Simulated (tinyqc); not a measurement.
Transfer-length model of a contact: one step of the calculation.

A metal contact of length d and width W on a thin layer of the same width. The metal has no resistance, the sheet resistance under it equals Rsh, and current enters the layer at the front edge x = 0.

Problem. Straight-line fit. Pairs of such contacts at gaps L have R_T = Rsh L/W + 2 Rc. The values of R_T were made from Rsh and rc with a random scatter of 1 % and are treated as data. Least squares: slope = sum (L - mean L)(R_T - mean R_T)/sum (L - mean L)^2, intercept = mean R_T - slope mean L. Rsh = slope W, Rc = intercept/2, and A = Rc/slope is half the distance from the origin to the zero of the line.

Parameters, values chosen for the exercise: contact width W = 0.98 um.

```
gap  L (um)  R_T (ohm)
1      0.23     204.87
2       0.3     224.05
3       0.4      246.2
4      0.53     273.52
5       0.7     316.09
6      0.92     362.39
```

Wanted: slope; intercept; Rsh; Rc; A.

Solution.

slope = 227.60 ohm/um
intercept = 154.35 ohm
Rsh = 223.05 ohm/sq
Rc = 77.175 ohm
A = 0.33908 um

Program tinyqc, `OMP_NUM_THREADS=1 python tinyqc.py 2760015 2760016 out.jsonl`; Intel Xeon 2.30GHz, shared host, one thread, about 0.01 s.
